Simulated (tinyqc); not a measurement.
Donors on two lattice sites with valley-orbit split states: one step. Partition sums of the neutral donor. Two cases, with inputs chosen for the exercise.

Task: Give each term g exp(E/kT), W_s, and the effective degeneracy W_s exp(-E_ground/kT).

Each donor binds at most one electron, in any of its states. For a site s, W_s = sum over its states of g exp(E/kT), and the ionised share is 1/(1 + W_s exp(eta)), eta = (EF - Ec)/kT; n = Nc F_1/2(eta); neutrality n + NA = ND x (mean ionised share, the two sites in equal numbers); holes are neglected. Nc from N = 2 (m kB T/(4 pi c))^(3/2) with c = hbar^2/2m0, in 1/angstrom^3; times 1e24 for 1/cm^3, m = md. F_j(eta) = (1/Gamma(j + 1)) integral_0^infinity x^j dx/(1 + exp(x - eta)), which tends to exp(eta) for eta << 0.

Constants: hbar^2/2m0 = 3.80998211 eV angstrom^2; kB = 8.617333262e-05 eV/K.

Give: Nc; terms; W_s; effective degeneracy.

Case 1.

Values chosen (near those of nitrogen in 4H-SiC; the results hold for these values, not for the real material): md = 0.839 m0 (density-of-states mass of the conduction band); E = (63.5, 56.1, 121.7, 80.1) meV (binding energies of h ground, h excited, k ground, k excited); g = (2, 4, 2, 4) (their degeneracies with spin); T = 225 K.

Result:

Nc = 1.2526e+19 1/cm^3

terms: h ground 52.89, h excited 72.22, k ground 1064, k excited 249.0

W_s: h 125.11, k 1313.1

effective degeneracy: h 4.731, k 2.468

The ground state alone would give 2 and all states together 6 on each site; here the excited states hold 58 % and 19 % of the bound electrons on the h and k sites.

Case 2.

Values chosen (near those of nitrogen in 4H-SiC; the results hold for these values, not for the real material): md = 0.799 m0 (density-of-states mass of the conduction band); E = (57.9, 49.9, 124.8, 75.6) meV (binding energies of h ground, h excited, k ground, k excited); g = (2, 4, 2, 4) (their degeneracies with spin); T = 350 K.

Result:

Nc = 2.2585e+19 1/cm^3

terms: h ground 13.64, h excited 20.92, k ground 125.3, k excited 49.05

W_s: h 34.559, k 174.39

effective degeneracy: h 5.068, k 2.783

The ground state alone would give 2 and all states together 6 on each site; here the excited states hold 61 % and 28 % of the bound electrons on the h and k sites.

Computed by tinyqc, one run a case: `OMP_NUM_THREADS=1 python tinyqc.py N N+1 out.jsonl` with N = 1682001, 1682066; one thread of a shared Intel(R) Xeon(R) Processor @ 2.30GHz, about 0.01 s a run at most.
